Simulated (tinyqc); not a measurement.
Ellipsoidal valleys in the axes of a wafer and a channel: sweeps and comparisons. A value that a table varies takes the place of the one given here.

Valleys with axes a along x, y and z, two valleys each; inverse mass tensor w = 1/mt + (1/ml - 1/mt) a a. Device axes: z = nz/|nz|, x = nx/|nx|, y = z cross x; in them a = (ax, ay, az). Confinement mass mz = 1/w_zz. In the plane w_ij is replaced by u_ij = w_ij - w_iz w_jz/w_zz (i, j = x, y); density-of-states mass md = 1/sqrt(det u); conductivity mass along x mc = 1/u_xx; ballistic transport mass mx = u_yy/det u, width mass my = 1/u_yy.

Hard walls: E_n = c (n pi/t)^2/mz, c = hbar^2/2m0, n = 1, 2, 3. Non-degenerate share of a valley proportional to md sum_n exp(-E_n/kT); mean 1/mc = sum of share/mc. 1 nm = 10 angstrom.

Constants: hbar^2/2m0 = 3.80998211 eV angstrom^2; kB = 8.617333262e-05 eV/K.

Values chosen for the exercise (near those of the Delta valleys of Si; not measured data):
```
symbol  value      unit  meaning
ml      0.892      m0    longitudinal mass
mt      0.197      m0    transverse mass
t       7          nm    thickness of the film
T       400        K     temperature
nz      (1, 0, 0)        surface normal (confinement)
nx      (0, 1, 1)        channel direction
```

## Wafer and channel orientation

For each face/channel: the lowest ladder (mz, number of valleys, md, E1, share) and the mean conductivity mass over all valleys.

Results:
```
face/channel     mz  valleys     md  E1 (meV)  share  mean mc
(111)/[1-10]  0.266        6  0.361      28.8  1.000   0.3035
(112)/[11-1]  0.410        2  0.291      18.7  0.399   0.3256
(210)/[001]   0.523        2  0.257      14.7  0.426   0.2496
(110)/[001]   0.323        4  0.328      23.8  0.726   0.2504
(111)/[11-2]  0.266        6  0.361      28.8  1.000   0.3035
(001)/[100]   0.892        2  0.197       8.6  0.469   0.2484
(100)/[011]   0.892        2  0.197       8.6  0.469   0.2484
```

The mean conductivity mass is lowest, 0.2484, for (001)/[100] and (100)/[011] and highest, 0.3256, for (112)/[11-1]; the bulk value is 0.2661. The confinement energy is lowest on the face with the heaviest mz ((001), 9 meV). The density of states of the lowest ladder, valleys times md, runs between 0.394 and 2.164; a small value limits the charge through the quantum capacitance.

## Thickness of the film

Share of the lowest ladder and mean conductivity mass.

Results:
```
t (nm)  lowest E1 (meV)  spread of E1 (meV)  share of the lowest ladder  mean mc
2.0               105.4               371.8                       1.000   0.1970
3.0                46.8               165.2                       0.967   0.1996
4.0                26.3                93.0                       0.794   0.2142
5.0                16.9                59.5                       0.622   0.2310
7.0                 8.6                30.4                       0.469   0.2484
10.0                4.2                14.9                       0.384   0.2592
14.0                2.2                 7.6                       0.318   0.2683
```

The spread falls as 1/t^2 and passes kT = 34.5 meV between t = 5 and 7 nm; the share of the lowest ladder goes from 1.000 to 0.318 and the mean mass goes from 0.1970 to 0.2683, against 0.2661 for equal shares, the limit of a thick film (the bulk value 3/(1/ml + 2/mt) is 0.2661). Three subbands a valley become too few once E3 nears kT.

## What each parameter does

Lowest E1, its share and the mean conductivity mass. Each row changes one parameter from the base and keeps the others.

Results:
```
case           lowest E1 (meV)   share  mean mc (m0)
base                      8.60  0.4687        0.2484
ml = 0.981 m0             7.82  0.4716        0.2497
mt = 0.177 m0             8.60  0.4898        0.2225
t = 6.3 nm               10.62  0.5042        0.2442
T = 360 K                 8.60  0.4854        0.2464
```

The largest shifts from the base row, up to three for each result and ties (the steps differ in size, so this ranks the rows, not the parameters). lowest E1 (meV): t +2.02, ml -0.78; unchanged at the printed digits by mt and T. share: t +0.0356, mt +0.0211, T +0.0167. mean mc (m0): mt -0.0259, t -0.0043, T -0.0020.

tinyqc: `OMP_NUM_THREADS=1 python tinyqc.py 1880698 1880699 out.jsonl`; about 0.01 s, one thread, shared Intel(R) Xeon(R) Processor @ 2.30GHz.
